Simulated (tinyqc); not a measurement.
Critical points: density of states of one tight-binding band on the simple cubic lattice.

E(k) = -2 t (c1 + c2 + c3) - 4 t2 (c1 c2 + c2 c3 + c3 c1) with ci = cos(2 pi ki); k in fractions of the reciprocal vectors, mesh k_i = j/N with j = 0 .. N-1. Densities are per cell and per spin, so the band holds one state.

Parameters, chosen for this exercise: t = 1.55 eV (nearest hopping); t2 = 0 eV (second hopping).

The gradient vanishes at these points by symmetry; the signs of the eigenvalues of the second-derivative matrix give the type.

Critical points:
```
point                k   E (eV)  positive  negative     type
Gamma        (0, 0, 0)  -9.3000         3         0  minimum
X          (0.5, 0, 0)  -3.1000         2         1   saddle
M        (0.5, 0.5, 0)   3.1000         1         2   saddle
R      (0.5, 0.5, 0.5)   9.3000         0         3  maximum
```

Gamma is a minimum at -9.300 eV: its contribution to g starts as a square root. X is a saddle at -3.100 eV: g has a square-root kink there. M is a saddle at 3.100 eV: g has a square-root kink there. R is a maximum at 9.300 eV: its contribution to g ends as a square root.

tinyqc: `OMP_NUM_THREADS=1 python tinyqc.py 1680099 1680100 out.jsonl`; about 0.2 s, one thread, shared Intel(R) Xeon(R) Processor @ 2.30GHz.
